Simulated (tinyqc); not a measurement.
Admittance spectroscopy of a deep trap: one step of the calculation.

Schottky contact on an n-type layer with shallow donors Nd (all ionised) and a donor-like deep trap, neutral when filled and positive when empty; depletion approximation. Traps within lam of the depletion edge stay filled. The traps at xt = W - lam, where the level crosses the Fermi level, follow a slow signal and not a fast one. w = 2 pi f.

Problem. Widths and limiting capacitances. lam = sqrt(2 eps0 eps_r (EF - ET)/(q Nd)), EF - ET = Et - (kB T/q) ln(Nc(T)/Nd), Nc(T) = Nc (T/300 K)^1.5. In the steady state at the band bending V, 2 eps0 eps_r V/q = Nd W^2 + Nt (W - lam)^2 (the second term only if W > lam). V = Vbi + Vr. C_HF = eps0 eps_r/W, C_LF = eps0 eps_r (Nd + Nt)/(Nd W + Nt xt).

Inputs (values chosen for the exercise); material values close to those of silicon: relative permittivity eps_r = 11.6; conduction-band density of states at 300 K Nc = 2.8e19 cm^-3; shallow donor density Nd = 4e16 cm^-3; built-in voltage Vbi = 0.59 V; depth of the trap below the conduction edge Et = 0.3 eV; trap density Nt = 3.4e15 cm^-3; reverse bias Vr = 0 V; temperature T = 224 K.

Constants: q = 1.602176634e-19 C, kB = 1.380649e-23 J/K, eps0 = 8.8541878128e-14 F/cm where lengths are in cm. Results are converted to the units shown.

Find: lam; W; xt; C_HF; C_LF.

Solution.

lam = 76.379 nm
W = 136.40 nm
xt = 60.021 nm
C_HF = 75.300 nF/cm^2
C_LF = 78.754 nF/cm^2

The step is 4.59 % of C_HF.

Computed by the program tinyqc: `OMP_NUM_THREADS=1 python tinyqc.py 2050101 2050102 out.jsonl`, one thread of a shared Intel Xeon 2.30GHz, about 0.01 s for the whole run.
